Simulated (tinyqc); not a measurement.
Planar ballistic transistor, top-of-the-barrier model: one step of the calculation.

At the top of the source barrier, states moving towards the drain are filled by the source (Fermi level 0) and states moving back by the drain (Fermi level -q Vd); nothing scatters. U is the shift of the band edge there, set by the capacitances CG, CD and CS (the total) and by the charge. Parabolic two-dimensional band; the source is grounded.

Question. Density of states, capacitances and charge at zero bias. N0 = gv m kB T/(pi hbar^2), CG = eps0 eox/tox, vT = sqrt(2 kB T/(pi m)), CS = CG/aG, n0 = n at U = 0 and Vd = 0. eta1 = -(E0 + U)/Vt, eta2 = eta1 - Vd/Vt, n = (N0/2)[F_0(eta1) + F_0(eta2)], F_0(x) = ln(1 + exp x). UL = -(aG Vg + aD Vd).

Values chosen for this exercise; mass and valleys close to those of gallium nitride: temperature T = 300 K; effective mass m = 0.207 m0; valley degeneracy gv = 1; relative permittivity of the gate insulator eox = 3.9; insulator thickness tox = 3.7 nm; gate control CG/CS aG = 0.83; drain control CD/CS aD = 0.044; band edge at the barrier top above the source Fermi level at zero bias E0 = 0.15 eV; gate voltage Vg = 0.4 V; drain voltage Vd = 0.4 V.

Constants: q = 1.602176634e-19 C, kB = 1.380649e-23 J/K, hbar = 1.054571817e-34 J s, m0 = 9.1093837015e-31 kg, Vt = kB T/q, eps0 = 8.8541878128e-14 F/cm where lengths are in cm. Results are converted to the units shown.

Give: N0; CG; CS; n0; UL.

Answer.

N0 = 2.235e12 cm^-2
CG = 0.9333 uF/cm^2
CS = 1.124 uF/cm^2
n0 = 6.742e9 cm^-2
UL = -0.3496 eV

Numbers from tinyqc (`OMP_NUM_THREADS=1 python tinyqc.py 2400061 2400062 out.jsonl`; about 0.01 s on one thread of a shared Intel Xeon 2.30GHz).
